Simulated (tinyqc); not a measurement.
From results back to parameters: round or elliptic silicon nanowire with anisotropic valleys (Ritz method). Four cases, with inputs chosen for the exercise.

Problem. For a circular wire every level scales as 1/R^2. The lowest level of group A was computed from a hidden radius.

Wire along x = [100] on a (001) wafer, y = [010], z = [001]. Valley groups, two valleys each (w = inverse masses): A, axis along z: w_y = 1/mt, w_z = 1/ml, m_x = mt; B, axis along y: w_y = 1/ml, w_z = 1/mt, m_x = mt; C, axis along x: w_y = w_z = 1/mt, m_x = ml.

Hard wall on the ellipse (y/a)^2 + (z/b)^2 = 1, c = hbar^2/2m0. With u = y/a, v = z/b the operator is -c [(w_y/a^2) d2/du2 + (w_z/b^2) d2/dv2] on the unit disc. Basis (1 - u^2 - v^2) u^i v^j; S, X and Y are the disc integrals of f f', (df/du)(df'/du) and (df/dv)(df'/dv), from the integral of u^p v^q = 2 Gamma((p+1)/2) Gamma((q+1)/2)/((p + q + 2) Gamma((p+q+2)/2)) for even p, q; H = c (w_y X/a^2 + w_z Y/b^2).

Converged values use 21 functions of each parity class (e or o in u, then in v).

Constants: hbar^2/2m0 = 3.80998211 eV angstrom^2.

Case 1.

Values chosen (out of a larger set: near those of a Si nanowire; not measured data): ml = 0.909 m0 (longitudinal mass); mt = 0.187 m0 (transverse mass).

level = 0.037757 eV

Case 2.

Values chosen (out of a larger set: near those of a Si nanowire; not measured data): ml = 0.903 m0 (longitudinal mass); mt = 0.193 m0 (transverse mass).

level = 0.062579 eV

Case 3.

Values chosen (out of a larger set: near those of a Si nanowire; not measured data): ml = 0.901 m0 (longitudinal mass); mt = 0.192 m0 (transverse mass).

level = 0.066859 eV

Case 4.

Values chosen (out of a larger set: near those of a Si nanowire; not measured data): ml = 0.916 m0 (longitudinal mass); mt = 0.187 m0 (transverse mass).

level = 0.068076 eV

Find: E R^2/c; R.

Solution.

Case 1.

E R^2/c = 18.324
R = 43.0 angstrom

Solve once for R = 1 and scale. The mean inverse mass would give 2.404826^2 (1/mt + 1/ml)/2 = 18.644, 1.7 % too high.

Case 2.

E R^2/c = 17.887
R = 33.0 angstrom

Solve once for R = 1 and scale. The mean inverse mass would give 2.404826^2 (1/mt + 1/ml)/2 = 18.185, 1.7 % too high.

Case 3.

E R^2/c = 17.969
R = 32.0 angstrom

Solve once for R = 1 and scale. The mean inverse mass would give 2.404826^2 (1/mt + 1/ml)/2 = 18.270, 1.7 % too high.

Case 4.

E R^2/c = 18.297
R = 32.0 angstrom

Solve once for R = 1 and scale. The mean inverse mass would give 2.404826^2 (1/mt + 1/ml)/2 = 18.620, 1.8 % too high.

Computed by tinyqc, one run a case: `OMP_NUM_THREADS=1 python tinyqc.py N N+1 out.jsonl` with N = 1281651, 1281657, 1281793, 1281830; one thread of a shared Intel(R) Xeon(R) Processor @ 2.30GHz, about 0.05 s a run at most.
